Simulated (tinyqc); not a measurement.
Octagonal on-chip spiral inductor, lumped pi model: two steps of the calculation.

Outer diameter do = di + 2 n wd + 2 (n - 1) sp, mean da = (do + di)/2, fill p = (do - di)/(do + di), length l = 3.314 n da. L = 2.25 mu0 n^2 da/(1 + 3.55 p), mu0 = 4 pi 1e-7 H/m. Rs = rho l/(wd delta (1 - exp(-th/delta))), delta = sqrt(rho/(pi f mu0)). Cs = n wd^2 eps0 eo/hu across the coil. At each end Cox = l wd eps0 eo/(2 ho) leads to the substrate branch Rsi = 2 rs he/(l wd) in parallel with Csi = l wd eps0 11.7/(2 he). With one end grounded Y = 1/(Rs + i w L) + i w Cs + 1/[1/(i w Cox) + 1/(1/Rsi + i w Csi)], w = 2 pi f; Q = -Im Y/Re Y. Eddy currents in neighbouring turns and in the substrate are left out.

Inputs (values chosen for the exercise); values of the order met in silicon radio-frequency processes: number of turns n = 1.5; line width wd = 6 um; space between turns sp = 2 um; inner diameter di = 140 um; metal thickness th = 0.9 um; metal resistivity rho = 2.2 uohm cm; oxide below the coil ho = 9 um; oxide between coil and underpass hu = 1.1 um; relative permittivity of the oxide eo = 4.1; substrate resistivity rs = 1 ohm cm; effective spreading depth in the substrate he = 30 um; frequency f = 3.1 GHz.

Constants: eps0 = 8.8541878128e-12 F/m. Results are converted to the units shown.

Problem 1. Geometry and model elements. do, l, L, delta, Rs, Cs, Cox, Rsi and Csi as defined.

Give: do; l; L; delta; Rs; Cs; Cox; Rsi; Csi.

Solution 1.

do = 160.0 um
l = 745.6 um
L = 0.7716 nH
delta = 1.341 um
Rs = 4.171 ohm
Cs = 1.782 fF
Cox = 9.023 fF
Rsi = 134.1 ohm
Csi = 7.724 fF

Problem 2. Admittance, quality factor and apparent inductance. Series branch 1/(Rs + i w L), substrate branch, total Y, Q = -Im Y/Re Y, apparent inductance Im(1/Y)/w, metal-only value w L/Rs, share of the loss in the substrate Re(substrate branch)/Re Y.

L = 0.77163782 nH
Rs = 4.1706451 ohm
Cs = 1.7821065 fF
Cox = 9.0229044 fF
Rsi = 134.11118 ohm
Csi = 7.7244864 fF

Wanted: series branch; substrate branch; Y; Q; apparent inductance; w L/Rs; share of the loss in the substrate.

Solution 2.

series branch = 17.14-61.78i mS
substrate branch = 0.0041+0.1756i mS
Y = 17.15-61.57i mS
Q = 3.591
apparent inductance = 0.7739 nH
w L/Rs = 3.604
share of the loss in the substrate = 0.02411 %

Q is 99.6 % of the metal-only value.

tinyqc, about 0.01 s, one thread, Intel Xeon 2.30GHz (shared host): `OMP_NUM_THREADS=1 python tinyqc.py 2302055 2302056 out.jsonl`
